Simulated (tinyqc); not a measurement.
Keating valence-force model of a tetrahedral crystal: one step, computed by the program tinyqc. Command: `OMP_NUM_THREADS=1 python tinyqc.py 3026628 3026629 out.jsonl keating walk`. One thread of a shared host (Intel(R) Xeon(R) Processor @ 2.30GHz), about 0.03 s of CPU time with the checks.

Atom A sits at 0 and atom B at a/4 (1,1,1) of an fcc lattice; the four bonds from A are t = a/4 (1,1,1), a/4 (1,-1,-1), a/4 (-1,1,-1), a/4 (-1,-1,1), of length d = sqrt(3) a/4. Energy: E = (3 alpha/(8 d^2)) sum over bonds (r.r - d^2)^2 + (3 beta/(8 d^2)) sum over pairs of bonds at one atom (r_i.r_j + d^2/3)^2, with beta_A for the six pairs at A and beta_B for the six at B. The cell holds two atoms, Omega = a^3/4. 1 N/m = 1 J/m^2. With constants fitted to the elastic moduli this model puts optical and zone-boundary frequencies of real crystals too high, by up to about 20 % in elemental crystals and up to about 50 % in compounds, and mostly by more for TA modes; in compounds the lattice part of the static dielectric constant then comes out too low.

Problem. Frequencies at q. Diagonalise the Hermitian matrix D. An eigenvalue lambda of D in eV/(angstrom^2 u) gives nu = 15.6333042 THz x sqrt(lambda). The weight on A is the sum of |e|^2 over the three components of atom A.

Structure: zinc blende.

D(q) (eV/(angstrom^2 u)):
```
                       A x                    A y                    A z                    B x
A x              0.2025407   0.0055857+0.0012814i   0.0014522+0.0062519i  -0.1105158+0.0041025i
A y   0.0055857-0.0012814i              0.1878563   0.0009680+0.0019849i   0.0300122-0.0060646i
A z   0.0014522-0.0062519i   0.0009680-0.0019849i              0.1883578   0.0068789-0.0264593i
B x  -0.1105158-0.0041025i   0.0300122+0.0060646i   0.0068789+0.0264593i              0.1884829
B y   0.0300122+0.0060646i  -0.1105158-0.0041025i   0.0022916+0.0794249i   0.0051981+0.0011925i
B z   0.0068789+0.0264593i   0.0022916+0.0794249i  -0.1105158-0.0041025i   0.0013514+0.0058180i

                       B y                    B z
A x   0.0300122-0.0060646i   0.0068789-0.0264593i
A y  -0.1105158+0.0041025i   0.0022916-0.0794249i
A z   0.0022916-0.0794249i  -0.1105158+0.0041025i
B x   0.0051981-0.0011925i   0.0013514-0.0058180i
B y              0.1748177   0.0009008-0.0018471i
B z   0.0009008+0.0018471i              0.1752844
```

Constants: nu for 1 eV/(angstrom^2 u) = 15.6333042 THz.

Give: frequencies; weights on atom A.

Solution.

frequencies (THz): 2.783  3.232  4.697  8.487  8.935  8.998

weights on atom A: 0.4782  0.4765  0.4667  0.5317  0.5223  0.5247
